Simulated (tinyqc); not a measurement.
Three-phonon processes in a diatomic chain: dispersion, energy and momentum conservation, and decay channels of optical phonons: one step, computed by the program tinyqc. Command: `OMP_NUM_THREADS=1 python tinyqc.py 3121164 3121165 out.jsonl threeph walk`. One thread of a shared host (Intel(R) Xeon(R) Processor @ 2.30GHz), about 0.04 s of CPU time with the checks.

Cell length a, two atoms, one spring constant. x = q a/pi runs from -1 to 1; A and O are the acoustic and optical branches. Matrix elements are not computed: only conservation laws and occupation factors are followed.

Problem. Band edges. omega^2 = k (1/m + 1/M) -/+ k sqrt((1/m + 1/M)^2 - 4 sin^2(pi x/2)/(m M)); nu = 15.6333042 THz x sqrt(omega^2) for eV/(angstrom^2 u). Acoustic top sqrt(2 k/M), optical bottom sqrt(2 k/m), optical top sqrt(2 k (1/m + 1/M)).

Inputs (values chosen for the exercise, for a model chain): light mass m = 27 u; heavy mass M = 128 u; spring constant k = 7.6 eV/angstrom^2.

Constants: nu for 1 eV/(angstrom^2 u) = 15.6333042 THz.

Give: acoustic top; optical bottom; optical top; optical top over twice the acoustic top; optical bottom over twice the acoustic top; optical width over acoustic top.

Solution.

acoustic top = 5.387 THz

optical bottom = 11.73 THz

optical top = 12.91 THz

optical top over twice the acoustic top = 1.198

optical bottom over twice the acoustic top = 1.089

optical width over acoustic top = 0.2187

The zone-centre optical phonon lies above twice the acoustic top (M/m > 3), so its decay into two acoustic phonons is forbidden; at M/m > 4 energy alone forbids it for every optical phonon.
